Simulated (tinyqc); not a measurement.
Inside a calculation. Method: Hubbard chain of 4 sites. One step of it, computed by the program tinyqc.

Task: The many-body Hamiltonian. Basis: all placements (u, d, 2, 0 on each site), up operators ordered before down ones; hops carry the sign of the same-spin electrons passed.

one-body matrix (hopping and site energies) (eV), order 1, 2, 3, 4:
```
[[-0.330000, -1.510000, 0.000000, 0.000000],
 [-1.510000, -0.910000, -1.510000, 0.000000],
 [0.000000, -1.510000, 0.370000, -1.510000],
 [0.000000, 0.000000, -1.510000, -0.910000]]
```

U = 8.600000 eV

electrons, up and down: [3, 1]

Give: H.

Result:

H (eV), order 2uu0, u2u0, uu20, uuud, 2u0u, u20u, uudu, uu02, 20uu, uduu, u02u, u0u2, duuu, 02uu, 0u2u, 0uu2:
```
[[7.4000, -1.5100, 0.0000, 0.0000, -1.5100, 0.0000, 0.0000, 0.0000, 0.0000, 0.0000, 0.0000, 0.0000, 0.0000, 0.0000, 0.0000, 0.0000],
 [-1.5100, 6.8200, -1.5100, 0.0000, 0.0000, -1.5100, 0.0000, 0.0000, 0.0000, 0.0000, 0.0000, 0.0000, 0.0000, 0.0000, 0.0000, 0.0000],
 [0.0000, -1.5100, 8.1000, -1.5100, 0.0000, 0.0000, -1.5100, 0.0000, 0.0000, 0.0000, 0.0000, 0.0000, 0.0000, 0.0000, 0.0000, 0.0000],
 [0.0000, 0.0000, -1.5100, -1.7800, 0.0000, 0.0000, 0.0000, -1.5100, 0.0000, 0.0000, 0.0000, 0.0000, 0.0000, 0.0000, 0.0000, 0.0000],
 [-1.5100, 0.0000, 0.0000, 0.0000, 6.1200, -1.5100, 0.0000, 0.0000, -1.5100, 0.0000, 0.0000, 0.0000, 0.0000, 0.0000, 0.0000, 0.0000],
 [0.0000, -1.5100, 0.0000, 0.0000, -1.5100, 5.5400, -1.5100, 0.0000, 0.0000, -1.5100, 0.0000, 0.0000, 0.0000, 0.0000, 0.0000, 0.0000],
 [0.0000, 0.0000, -1.5100, 0.0000, 0.0000, -1.5100, -1.7800, -1.5100, 0.0000, 0.0000, -1.5100, 0.0000, 0.0000, 0.0000, 0.0000, 0.0000],
 [0.0000, 0.0000, 0.0000, -1.5100, 0.0000, 0.0000, -1.5100, 5.5400, 0.0000, 0.0000, 0.0000, -1.5100, 0.0000, 0.0000, 0.0000, 0.0000],
 [0.0000, 0.0000, 0.0000, 0.0000, -1.5100, 0.0000, 0.0000, 0.0000, 7.4000, -1.5100, 0.0000, 0.0000, -1.5100, 0.0000, 0.0000, 0.0000],
 [0.0000, 0.0000, 0.0000, 0.0000, 0.0000, -1.5100, 0.0000, 0.0000, -1.5100, -1.7800, -1.5100, 0.0000, 0.0000, -1.5100, 0.0000, 0.0000],
 [0.0000, 0.0000, 0.0000, 0.0000, 0.0000, 0.0000, -1.5100, 0.0000, 0.0000, -1.5100, 8.1000, -1.5100, 0.0000, 0.0000, -1.5100, 0.0000],
 [0.0000, 0.0000, 0.0000, 0.0000, 0.0000, 0.0000, 0.0000, -1.5100, 0.0000, 0.0000, -1.5100, 6.8200, 0.0000, 0.0000, 0.0000, -1.5100],
 [0.0000, 0.0000, 0.0000, 0.0000, 0.0000, 0.0000, 0.0000, 0.0000, -1.5100, 0.0000, 0.0000, 0.0000, -1.7800, -1.5100, 0.0000, 0.0000],
 [0.0000, 0.0000, 0.0000, 0.0000, 0.0000, 0.0000, 0.0000, 0.0000, 0.0000, -1.5100, 0.0000, 0.0000, -1.5100, 6.2400, -1.5100, 0.0000],
 [0.0000, 0.0000, 0.0000, 0.0000, 0.0000, 0.0000, 0.0000, 0.0000, 0.0000, 0.0000, -1.5100, 0.0000, 0.0000, -1.5100, 7.5200, -1.5100],
 [0.0000, 0.0000, 0.0000, 0.0000, 0.0000, 0.0000, 0.0000, 0.0000, 0.0000, 0.0000, 0.0000, -1.5100, 0.0000, 0.0000, -1.5100, 6.2400]]
```
